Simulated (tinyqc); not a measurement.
Ways to converge the cycle: SCF convergence aids in the 3-21g basis, for H3, spin multiplicity 2. Computed by the program tinyqc with PySCF. 

Geometry (angstrom):
```
atom       x       y       z
H     0.0000  0.0000  0.0000
H     0.0000  0.0000  0.9290
H     0.0000  0.8850  0.4650
```

lowest solution found by these runs and by PySCF with stability checks = -1.486970 hartree

UHF with one setting changed at a time; a run stops when the energy changes by less than 1e-09 hartree and the error matrix is below 1e-5. The start is the core Hamiltonian. Damping d keeps d of the old density; a shift (hartree) raises the virtual levels; DIIS n extrapolates F over n matrices.

Largest element of the error matrix X^T (FDS - SDF) X:
```
iteration    plain  damping 0.3  damping 0.6  shift 0.4   DIIS 3   DIIS 8
1          2.1e-01      2.1e-01      2.1e-01    2.1e-01  2.1e-01  2.1e-01
2          3.4e-02      8.8e-02      1.4e-01    7.3e-02  3.4e-02  3.4e-02
3          6.8e-03      3.7e-02      9.4e-02    2.5e-02  2.7e-03  2.7e-03
4          1.7e-03      1.6e-02      6.3e-02    9.3e-03  2.2e-04  2.2e-04
5          5.0e-04      6.9e-03      4.2e-02    3.5e-03  7.0e-05  5.2e-05
6          1.8e-04      3.1e-03      2.8e-02    1.4e-03  2.2e-05  2.1e-05
8          4.2e-05      6.8e-04      1.3e-02    3.1e-04  1.4e-05  1.1e-05
10         1.9e-05      1.6e-04      5.9e-03    1.0e-04  6.0e-06  2.1e-06
14         1.3e-05      2.8e-05      1.3e-03    2.0e-05        -        -
20         1.1e-05      1.3e-05      1.5e-04    1.2e-05        -        -
30         7.7e-06      1.0e-05      1.9e-05    1.1e-05        -        -
45               -      7.3e-06      1.1e-05    8.2e-06        -        -
```

How each run ends:
```
run          iterations  E (hartree)         state
plain                39     -1.48697  lowest found
damping 0.3          47     -1.48697  lowest found
damping 0.6          58     -1.48697  lowest found
shift 0.4            50     -1.48697  lowest found
DIIS 3               12     -1.48697  lowest found
DIIS 8               11     -1.48697  lowest found
```

6 of 6 runs reach the lowest solution found, in 11 to 58 iterations (fastest: DIIS 8). Plain steps already contract here, so damping only slows them. DIIS 3 and DIIS 8 gain by cancelling the error over several earlier matrices, much as a quasi-Newton step does.
